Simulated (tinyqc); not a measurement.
## Inductance and parasitic capacitance from two readings

Problem. A loss-free coil L in parallel with C shows the apparent inductance L/(1 - w^2 L C), w = 2 pi f. Find L, C and the self-resonance 1/(2 pi sqrt(L C)).

apparent inductance at 18 and 28 GHz (nH): [0.69942366, 1.2041429]

Solution. The inverse of the reading is 1/L - w^2 C, a straight line in w^2.

L = 0.540 nH
C = 33.0 fF
self-resonance = 37.7 GHz

tinyqc, about 0.01 s, one thread, Intel Xeon 2.30GHz (shared host): `OMP_NUM_THREADS=1 python tinyqc.py 2302004 2302005 out.jsonl`
